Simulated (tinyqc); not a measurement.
Inside a calculation. Method: sp3 tight binding, zinc-blende lattice. Computed by tinyqc, a small Python program that keeps every step. Command: `OMP_NUM_THREADS=1 python tinyqc.py 27357 27358 out.jsonl` (the two numbers bound the seeds that draw the settings). One thread of a shared host (Intel(R) Xeon(R) Processor @ 2.60GHz), about 0.01 s of CPU time with the checks.

## Bloch Hamiltonian at k

Parameters chosen for this model: zinc-blende lattice, anion at 0, cation at a/4 (1,1,1); V = eta hbar^2 / (m d^2), hbar^2/m = 7.619964 eV angstrom^2:
```
parameter          value      unit
a               5.730000  angstrom
d               2.481163  angstrom
Es anion      -15.110000        eV
Ep anion       -7.970000        eV
Es cation     -13.110000        eV
Ep cation      -6.930000        eV
eta ss         -1.200000
eta sp          1.540000
eta pp sigma    2.860000
eta pp pi      -0.890000
V ss           -1.485332        eV
V sp            1.906177        eV
V pp sigma      3.540042        eV
V pp pi        -1.101622        eV
```

k point k (2 pi / a): -0.410000  -0.690000  -0.640000

Slater-Koster rules over the four bonds with direction cosines (l, m, n): ss V_ss; s-px l V_sp; px-s -l V_sp; px-px l^2 V_pps + (1 - l^2) V_ppp; px-py l m (V_pps - V_ppp); each times exp(i k.d).

H(k) at k (eV), lower triangle (Hermitian):
```
                      a s                 a px                 a py                 a pz
a s            -15.110000
a px             0.000000            -7.970000
a py             0.000000             0.000000            -7.970000
a pz             0.000000             0.000000             0.000000            -7.970000
c s   -1.191263+2.661872i   2.626815-0.662709i   1.044262-1.667028i   1.251640-1.390827i
c px  -2.626815+0.662709i   0.357379-0.798562i  -1.759662+1.955343i  -1.468113+2.343650i
c py  -1.044262+1.667028i  -1.759662+1.955343i   0.357379-0.798562i  -3.693001+0.931693i
c pz  -1.251640+1.390827i  -1.468113+2.343650i  -3.693001+0.931693i   0.357379-0.798562i

             c s       c px       c py       c pz
c s   -13.110000
c px    0.000000  -6.930000
c py    0.000000   0.000000  -6.930000
c pz    0.000000   0.000000   0.000000  -6.930000
```

## Levels at k

Diagonalise the Hermitian matrix.

eigenvalues (eV): -18.264480  -15.284283  -12.030383  -11.835067  -7.338608  -3.875888  -3.004288  -1.287004

weights |c|^2 of the basis functions:
```
        band 1    band 2    band 3    band 4    band 5    band 6    band 7    band 8
a s   0.626171  0.113462  0.029162  0.011592  0.185885  0.016666  0.000236  0.016825
a px  0.015776  0.108925  0.168987  0.126982  0.158559  0.299004  0.001155  0.120613
a py  0.002278  0.121681  0.295350  0.074743  0.075828  0.066448  0.203090  0.160582
a pz  0.003522  0.119104  0.052897  0.341868  0.043975  0.041942  0.237020  0.159672
c s   0.290491  0.308602  0.049062  0.019223  0.297614  0.015559  0.000250  0.019199
c px  0.034784  0.059097  0.128441  0.095997  0.127102  0.409873  0.001455  0.143251
c py  0.012827  0.087705  0.218160  0.071093  0.069730  0.092587  0.257527  0.190371
c pz  0.014151  0.081424  0.057941  0.258504  0.041306  0.057920  0.299267  0.189487
```

## Bloch Hamiltonian at G

k point G (2 pi / a): 0  0  0

As before.

H(k) at G (eV), lower triangle:
```
             a s       a px       a py       a pz         c s       c px       c py       c pz
a s   -15.110000
a px    0.000000  -7.970000
a py    0.000000   0.000000  -7.970000
a pz    0.000000   0.000000   0.000000  -7.970000
c s    -5.941330   0.000000   0.000000   0.000000  -13.110000
c px    0.000000   1.782399   0.000000   0.000000    0.000000  -6.930000
c py    0.000000   0.000000   1.782399   0.000000    0.000000   0.000000  -6.930000
c pz    0.000000   0.000000   0.000000   1.782399    0.000000   0.000000   0.000000  -6.930000
```

## Levels at G

As before.

eigenvalues (eV): -20.134898  -9.306703  -9.306703  -9.306703  -8.085102  -5.593297  -5.593297  -5.593297

## Bands along a path

The same steps at evenly spaced points between the labelled ones.

Bands along the path (eV):
```
k             band 1      band 2      band 3      band 4     band 5     band 6     band 7     band 8
L         -18.181428  -15.745551  -11.469421  -11.469421  -7.980610  -3.430579  -3.430579  -1.212411
L-G 0.33  -18.949155  -14.326494  -11.052588  -11.052588  -7.848884  -3.847412  -3.847412  -1.995468
L-G 0.67  -19.814253  -11.609783  -10.023800  -10.023800  -7.669277  -4.876200  -4.876200  -4.026687
G         -20.134898   -9.306703   -9.306703   -9.306703  -8.085102  -5.593297  -5.593297  -5.593297
G-X 0.33  -19.701135  -11.173776  -10.946953  -10.946953  -6.779862  -5.465227  -3.953047  -3.953047
G-X 0.67  -18.454646  -13.733732  -12.908146  -12.908146  -5.752855  -5.178767  -1.991854  -1.991854
X         -17.028895  -15.637413  -13.660692  -13.660692  -5.442587  -5.011105  -1.239308  -1.239308
X-W 0.33  -17.028895  -15.637413  -13.660692  -13.660692  -5.442587  -5.011105  -1.239308  -1.239308
X-W 0.67  -17.028895  -15.637413  -13.660692  -13.660692  -5.442587  -5.011105  -1.239308  -1.239308
W         -17.028895  -15.637413  -13.660692  -13.660692  -5.442587  -5.011105  -1.239308  -1.239308
```

With 4 band(s) filled, the highest filled level on these points lies at G and the lowest empty one at G: a gap of 1.2216 eV, direct.
